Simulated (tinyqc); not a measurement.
Band-to-band tunnelling across a p-n junction in a two-band chain: one step. Recursive Green function. Three cases, with inputs chosen for the exercise.

Task: g_1 = 1/(E - e_1 - S_L); g_j = 1/(E - e_j - t^2 g_(j-1)), with S_R also subtracted at the last site; G_1j = G_1(j-1) (-t) g_j, G_11 = g_1; e_j is the site level plus V_j. The self-energies stand in the order S_L, S_R.

Sites alternate A at -Eg/2 and C at +Eg/2 with hopping -t; near the edges, with k counted from the zone boundary pi/a, E^2 = (Eg/2)^2 + (t a k)^2, so t = sqrt(c Eg/m)/a gives the mass m, c = hbar^2/2m0. In the gap cosh(q a) = 1 + (Eg^2/4 - e^2)/(2 t^2), e the energy from the local mid-gap. The potential is V0 = Eg + ov on the p side (left), 0 on the n side, and falls linearly over the 2N sites of the junction, V_j = V0 (1 - j/(2N + 1)), j = 1 to 2N, site 1 being A. E = Eg/2 + x ov. A half chain that ends on a site of level e1 with neighbour e2 has g = (1 + z)/(E - e1), z = exp(-/+ i k a) the root with Im g < 0, cos(k a) = (E - e1)(E - e2)/(2 t^2) - 1. S_L = t^2 g (ending on C, shifted by V0), S_R = t^2 g (starting on A). T = 4 Im(S_L) Im(S_R) |G_(1,2N)|^2.

Case 1.

Values chosen (out of a larger set: gap and mass near those of Ge (direct gap); not measured data): Eg = 0.797 eV (gap); N = 5 (periods in the small junction).

t = 1.461305 eV
V0 = 1.227000 eV
E = 0.630700 eV

S_L, S_R (eV): -0.0989000-0.6440583i  0.1161000-0.6843213i

Case 2.

Values chosen (out of a larger set: gap and mass near those of GaAs; not measured data): Eg = 1.422 eV (gap); N = 5 (periods in the small junction).

t = 1.430923 eV
V0 = 1.822000 eV
E = 0.927000 eV

S_L, S_R (eV): -0.0920000-0.4755245i  0.1080000-0.5082730i

Case 3.

Values chosen (out of a larger set: gap and mass near those of InGaAs; not measured data): Eg = 0.782 eV (gap); N = 4 (periods in the small junction).

t = 1.431274 eV
V0 = 1.232000 eV
E = 0.602500 eV

S_L, S_R (eV): -0.1192500-0.6815740i  0.1057500-0.6518583i

Give: Sweep; T.

Result:

Case 1.

Sweep:
```
j   e_j (eV)       g_j (1/eV)      G_1j (1/eV)
1     0.7170   0.0305-1.5521i   0.0305-1.5521i
2     1.4024  -0.0716-0.2836i   0.6465-0.1498i
3     0.4939   0.6427-1.3435i  -0.3131+1.4100i
4     1.1793  -0.1611-0.2407i  -0.5696+0.2219i
5     0.2708   0.9267-0.6764i   0.5519-0.8635i
6     0.9562  -0.3116-0.1953i   0.4977-0.2356i
7     0.0477   0.7207-0.2407i  -0.4412+0.4232i
8     0.7331  -0.5548-0.1738i  -0.4652+0.2311i
9    -0.1754   0.4854-0.0905i   0.2994-0.2254i
10    0.5100  -0.5624-0.4782i   0.4036+0.0240i
```

T = 0.2882

Case 2.

Sweep:
```
j   e_j (eV)       g_j (1/eV)      G_1j (1/eV)
1     0.9454   0.3180-2.0537i   0.3180-2.0537i
2     2.2017  -0.0900-0.1966i   0.6186-0.1751i
3     0.6141   1.2150-0.9835i  -0.8291+1.1751i
4     1.8705  -0.2168-0.1272i  -0.4711+0.2136i
5     0.2828   0.8693-0.2081i   0.5224-0.4059i
6     1.5392  -0.4052-0.0722i   0.3448-0.1814i
7    -0.0485   0.5503-0.0451i  -0.2598+0.1651i
8     1.2079  -0.7074-0.0464i  -0.2739+0.1498i
9    -0.3797   0.3625-0.0125i   0.1394-0.0826i
10    0.8766  -0.8649-0.5772i   0.2408+0.0129i
```

T = 0.0562

Case 3.

Sweep:
```
j  e_j (eV)       g_j (1/eV)      G_1j (1/eV)
1    0.7041   0.0379-1.4662i   0.0379-1.4662i
2    1.3492  -0.0850-0.3096i   0.6543-0.1615i
3    0.4303   0.6631-1.2147i  -0.3402+1.2909i
4    1.0754  -0.1919-0.2607i  -0.5751+0.2275i
5    0.1566   0.8483-0.5399i   0.5223-0.7206i
6    0.8017  -0.3893-0.2223i   0.5204-0.2354i
7   -0.1172   0.6046-0.1815i  -0.3892+0.3388i
8    0.5279  -0.4773-0.3848i  -0.4525+0.0171i
```

T = 0.3644

Computed by tinyqc, one run a case: `OMP_NUM_THREADS=1 python tinyqc.py N N+1 out.jsonl` with N = 1451153, 1451731, 1452153; one thread of a shared Intel(R) Xeon(R) Processor @ 2.30GHz, about 0.01 s a run at most.
